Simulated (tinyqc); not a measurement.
From results back to parameters: configuration-coordinate model of carrier capture at a defect. Two cases, with inputs chosen for the exercise.

Problem. For two parabolas of equal curvature the ionisation peak lies at ET + ER, the emission barrier is (ER + ET)^2/(4 ER), and the standard deviation of the band at T = 0 is sqrt(ER hw). The values come from hidden ET, ER and hw.

Find: ET, ER, hw; capture barrier.

Method. ER is the squared peak energy over four times the emission barrier; ET is the rest, hw = variance/ER, and the capture barrier is the emission barrier less ET.

Case 1.

ionisation peak = 1.4800 eV
emission barrier = 0.995636 eV
standard deviation at T = 0 = 0.155563 eV

Solution.

ET, ER, hw (eV): 0.930  0.550  0.044

capture barrier = 0.066 eV

Case 2.

ionisation peak = 1.0200 eV
emission barrier = 0.743143 eV
standard deviation at T = 0 = 0.122678 eV

Solution.

ET, ER, hw (eV): 0.670  0.350  0.043

capture barrier = 0.073 eV

Computed by tinyqc, one run a case: `OMP_NUM_THREADS=1 python tinyqc.py N N+1 out.jsonl` with N = 1451045, 1451089; one thread of a shared Intel(R) Xeon(R) Processor @ 2.30GHz, about 0.01 s a run at most.
